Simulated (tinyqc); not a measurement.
Landau-Devonshire theory of a uniaxial ferroelectric: one step, computed by the program tinyqc. Command: `OMP_NUM_THREADS=1 python tinyqc.py 3006330 3006331 out.jsonl ferro walk`. One thread of a shared host (Intel(R) Xeon(R) Processor @ 2.30GHz), about 0.01 s of CPU time with the checks.

G(P) = (alpha/2) P^2 + (beta*/4) P^4 + (gamma/6) P^6 - E P per volume, SI units, one domain, P along the polar axis, which is normal to the film.

Task: Coefficients at T. alpha = alpha_0 (T - T0*), with clamping: T0* = T0 + 4 Q12 u_m/(alpha_0 (s11 + s12)), beta* = beta + 4 Q12^2/(s11 + s12).

Inputs (values chosen for the exercise, modelled on lead titanate):

| quantity | value | unit |
|---|---|---|
| alpha_0 | 745000 | J m/(C^2 K) |
| Curie-Weiss temperature T0 | 752 | K |
| beta | -2.96e+08 | J m^5/C^4 |
| temperature T | 662 | K |
| misfit strain u_m | -0.018 | - |
| electrostriction Q12 | -0.026 | m^4/C^2 |
| compliance s11 + s12 | 5.5e-12 | m^2/N |

Sample: epitaxial film.

Give: T0*; alpha; beta*.

Result:

T0* = 1209 K

alpha = -4.074e+08 J m/C^2

beta* = 1.956e+08 J m^5/C^4

Compression raises T0 by 457 K. beta* > 0: the transition is of second order, although the free crystal has a first-order one.
